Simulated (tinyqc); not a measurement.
Linear model of a band gap against the share of exact exchange: sweeps and comparisons. A value that a table varies takes the place of the one given here.

E(alpha) = E0 + S alpha. A wider gap screens less, modelled in the Penn form eps(alpha) = 1 + (e0 - 1)(EP/(EP + S alpha))^2 with a scale EP chosen for the exercise. A dielectric-dependent hybrid takes alpha = 1/eps.

Values chosen for the exercise (of the order of those of GaP; not measured data): E0 = 1.63 eV (gap of the semi-local functional); S = 5.89 eV (slope dE/d(alpha)); e0 = 9.92 (optical dielectric constant at alpha = 0); EP = 10.6 eV (energy scale of the screening); Et = 2.39 eV (target gap).

## Sweep of alpha

Also the exciton scale relative to alpha = 0, (m/m(0))(eps(0)/eps)^2, with a mass proportional to E + D, D = E0/2 + 0.3 eV, a k.p rule for direct gaps only.

Results:

| alpha | E (eV) | eps | alpha eps | exciton scale |
|---|---|---|---|---|
| 0.00 | 1.630 | 9.920 | 0.000 | 1.00 |
| 0.05 | 1.925 | 9.444 | 0.472 | 1.22 |
| 0.10 | 2.219 | 9.006 | 0.901 | 1.47 |
| 0.15 | 2.514 | 8.600 | 1.290 | 1.76 |
| 0.20 | 2.808 | 8.225 | 1.645 | 2.08 |
| 0.25 | 3.103 | 7.877 | 1.969 | 2.44 |
| 0.35 | 3.692 | 7.252 | 2.538 | 3.28 |
| 0.50 | 4.575 | 6.463 | 3.231 | 4.88 |

What can be read from the table?

alpha eps reaches 1 between alpha = 0.1 and 0.15 (fixed point 0.112), and the target gap is met between 0.1 and 0.15. At the fixed point the gap is 2.29 eV, -0.10 eV from the target. From 0 to 0.25 the gap grows by 1.47 eV while eps falls by 21 %; the exciton scale, which takes both, grows by a factor of 2.44 (formal for an indirect gap).

## What each parameter does

Fixed point alpha = 1/eps(alpha), gap and eps there. Each row changes one parameter from the base and keeps the others.

Results:

| case | alpha | E (eV) | eps |
|---|---|---|---|
| base | 0.1123 | 2.292 | 8.903 |
| E0 = 1.793 eV | 0.1123 | 2.455 | 8.903 |
| S = 6.479 eV | 0.1137 | 2.366 | 8.799 |
| e0 = 10.912 | 0.1012 | 2.226 | 9.885 |
| EP = 9.54 eV | 0.1138 | 2.300 | 8.787 |

What does this show?

The largest shifts from the base row, up to three for each result and ties (the steps differ in size, so this ranks the rows, not the parameters). alpha: e0 -0.0112, EP +0.0015, S +0.0013; unchanged at the printed digits by E0. E (eV): E0 +0.163, S +0.075, e0 -0.066. eps: e0 +0.982, EP -0.115, S -0.104; unchanged at the printed digits by E0.

Program tinyqc; command `OMP_NUM_THREADS=1 python tinyqc.py 1850890 1850891 out.jsonl`; about 0.01 s on one thread of a shared Intel(R) Xeon(R) Processor @ 2.30GHz.
